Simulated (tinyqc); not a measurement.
From results back to parameters: trap in a gate oxide as a short-range spherical well. Two cases, with inputs chosen for the exercise.

Problem. In the Lucovsky model sigma goes as (h nu - Et)^(3/2)/(h nu)^3. The ratio of the cross-sections at h1 and h2 was computed from a hidden Et.

Find: Et.

Method. y = [ratio (h1/h2)^3]^(2/3), and Et = (h1 - y h2)/(1 - y): the plot of (sigma (h nu)^3)^(2/3) against h nu is a line through Et.

Case 1.

Values chosen (out of a larger set: near those of HfO2 on Si; not measured data): h1 = 1.661 eV (first photon energy); h2 = 3.054 eV (second photon energy).

sigma(h1)/sigma(h2) = 0.730009

Solution.

Et = 1.222 eV

Case 2.

Values chosen (out of a larger set: near those of HfO2 on Si; not measured data): h1 = 1.676 eV (first photon energy); h2 = 3.537 eV (second photon energy).

sigma(h1)/sigma(h2) = 0.394383

Solution.

Et = 1.420 eV

Computed by tinyqc, one run a case: `OMP_NUM_THREADS=1 python tinyqc.py N N+1 out.jsonl` with N = 1282462, 1282470; one thread of a shared Intel(R) Xeon(R) Processor @ 2.30GHz, about 0.01 s a run at most.
